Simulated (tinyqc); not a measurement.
Inside a calculation. Method: plane-wave Kohn-Sham cycle with exchange-only LDA in a layered model solid. One step of it, computed by the program tinyqc.

Task: Iteration 1: levels at that k. Diagonalise the Hermitian matrix.

H (hartree):
```
           -3         -2         -1         +0         +1         +2         +3
-3   4.568944  -0.185000   0.005000   0.000000   0.000000   0.000000   0.000000
-2  -0.185000   1.827388  -0.185000   0.005000   0.000000   0.000000   0.000000
-1   0.005000  -0.185000   0.182454  -0.185000   0.005000   0.000000   0.000000
+0   0.000000   0.005000  -0.185000  -0.365858  -0.185000   0.005000   0.000000
+1   0.000000   0.000000   0.005000  -0.185000   0.182454  -0.185000   0.005000
+2   0.000000   0.000000   0.000000   0.005000  -0.185000   1.827388  -0.185000
+3   0.000000   0.000000   0.000000   0.000000   0.005000  -0.185000   4.568944
```

Give: eigenvalues.

Result:

eigenvalues (hartree): -0.472  0.157  0.272  1.835  1.836  4.581  4.581
